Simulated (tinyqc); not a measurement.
Gated graphene, quantum capacitance: one step of the calculation.

phi is the Fermi level above the Dirac point, in volts; Vg is counted from the gate voltage of charge neutrality. Ideal linear bands, no charge puddles.

Task. New phi. N0 = (2/pi)(kB T/(hbar vF))^2; n = N0 F1(phi/Vt), p = N0 F1(-phi/Vt), F1(e) = int_0^infinity u du/(1 + exp(u - e)) = -Li2(-exp(e)); Cq = q d(n - p)/dphi = (q N0/Vt) ln[2 (1 + cosh(phi/Vt))]. Newton: f = phi + q (n - p + Dit phi)/Cox - Vg, phi(new) = phi - f/(1 + (Cq + q Dit)/Cox).

Values chosen for this exercise; values close to those of graphene: temperature T = 300 K; Fermi velocity vF = 1.04e6 m/s; density of traps Dit = 0 cm^-2 eV^-1; gate voltage Vg = -0.88 V.

Constants: q = 1.602176634e-19 C, kB = 1.380649e-23 J/K, hbar = 1.054571817e-34 J s, Vt = kB T/q. Results are converted to the units shown.

phi at the start = 0.01 V
Cox = 0.24665237 uF/cm^2

Wanted: n; p; Cq; f; phi after iteration 1.

Result.

n = 1.0264e11 cm^-2
p = 5.3511e10 cm^-2
Cq = 0.80100 uF/cm^2
f = 0.92191 V
phi after iteration 1 = -0.20705 V

Numbers from tinyqc (`OMP_NUM_THREADS=1 python tinyqc.py 2200009 2200010 out.jsonl`; about 0.01 s on one thread of a shared Intel Xeon 2.30GHz).
